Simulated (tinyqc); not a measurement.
# Band bending at a free surface with a continuum of surface states, surface photovoltage and Kelvin probe: two studies

n-type bulk, xi = Ec - EF = Vt ln(Nc/Nd), p0 = ni^2/Nd, ni = sqrt(Nc Nv) exp(-Eg/(2 Vt)), Eg in volts. b is the upward band bending, u = b/Vt. Space charge per area, in units of q: Qc = sign(b) sqrt((2 eps0 eps_r Vt/q) [(Nd + dn)(exp(-u) - 1) + Nd u + (p0 + dn)(exp(u) - 1)]), with dn the excess density under light (flat quasi-Fermi levels; 0 in the dark). The states hold -Ds (E0 - xi - b): negative while the Fermi level lies above the neutrality level. Neutrality: Qc + Qf + (charge of the states) = 0.

Parameters, values chosen for the exercise; band and dielectric values those of a made-up semiconductor: temperature T = 350 K; band gap Eg = 1.21 eV; relative permittivity eps_r = 9.07; conduction-band density of states at T Nc = 3.87e19 cm^-3; valence-band density of states at T Nv = 3.87e19 cm^-3; electron affinity chi = 3.15 eV; donor density Nd = 6.7e16 cm^-3; fixed positive charge at the surface Qf = 0 cm^-2; work function of the probe tip pt = 5.22 eV; density of surface states Ds = 1.1e12 cm^-2 eV^-1; depth of their neutrality level below the conduction edge E0 = 0.64 eV.

Constants: q = 1.602176634e-19 C, kB = 1.380649e-23 J/K, Vt = kB T/q, eps0 = 8.8541878128e-14 F/cm where lengths are in cm. Results are converted to the units shown.

Each table varies one quantity; the others keep the values above.

## Pinning by the surface states

b solves the neutrality condition in the dark.

Result of one run:
```
Ds (cm^-2 eV^-1)	b (V)	xi + b (eV)	Qc (cm^-2)
1.8e11	0.02604	0.2178	7.599e10
```

What becomes of these results when the density of surface states Ds is changed from 1.8e11 to 3.9e12 cm^-2 eV^-1, all else the same?

Result of the changed run:
```
Ds (cm^-2 eV^-1)	b (V)	xi + b (eV)	Qc (cm^-2)
3.9e12	0.3326	0.5244	4.507e11
```

The whole series:
```
Ds (cm^-2 eV^-1)	b (V)	xi + b (eV)	Qc (cm^-2)
2.4e10	0.003258	0.1950	1.068e10
6.7e10	0.009264	0.2011	2.941e10
1.8e11	0.02604	0.2178	7.599e10
5.1e11	0.08044	0.2722	1.876e11
1.4e12	0.2041	0.3959	3.418e11
3.9e12	0.3326	0.5244	4.507e11
1.1e13	0.4027	0.5945	5.002e11
2.9e13	0.4303	0.6221	5.184e11
8.1e13	0.4417	0.6335	5.258e11
```

b rises from 0.00326 to 0.442 V. The Fermi level moves towards E0 = 0.64 eV and is within 6.49 meV of it in the last row; it is half-way there at the Ds that solves Ds b = Qc(b) + Qf with b = (E0 - xi)/2, 1.61e12 cm^-2 eV^-1.

## Kelvin-probe contrast of the doping

Same model as above.

Work function chi + xi + b; contact potential difference CPD = (work function of the sample) - pt.

Result of one run:
```
Nd (cm^-3)	xi (eV)	b (V)	CPD (mV)
9.7e15	0.2501	0.2554	-1565
```

What becomes of these results when the donor density Nd is changed from 9.7e15 to 4e16 cm^-3, all else the same?

Result of the changed run:
```
Nd (cm^-3)	xi (eV)	b (V)	CPD (mV)
4e16	0.2073	0.1973	-1665
```

The whole series:
```
Nd (cm^-3)	xi (eV)	b (V)	CPD (mV)
1.4e14	0.3779	0.2463	-1446
5.7e14	0.3356	0.2707	-1464
2.4e15	0.2922	0.2776	-1500
9.7e15	0.2501	0.2554	-1565
4e16	0.2073	0.1973	-1665
1.7e17	0.1637	0.1198	-1786
6.9e17	0.1215	0.06274	-1886
2.8e18	0.07921	0.03168	-1959
```

xi falls by 299 mV over the table and the CPD by 513 mV; b goes from 0.246 through a maximum of 0.278 (at Nd = 2.4e15 cm^-3 among the rows listed) to 0.0317 V. Between the first two rows the CPD follows 42.2 % of the change of xi, and between the last two 174 %. It is below 100 % where b rises with the doping (pinning hides it). It exceeds 100 % where b falls as the doping rises.

Numbers from tinyqc (`OMP_NUM_THREADS=1 python tinyqc.py 2430112 2430113 out.jsonl`; about 0.01 s on one thread of a shared Intel Xeon 2.30GHz).
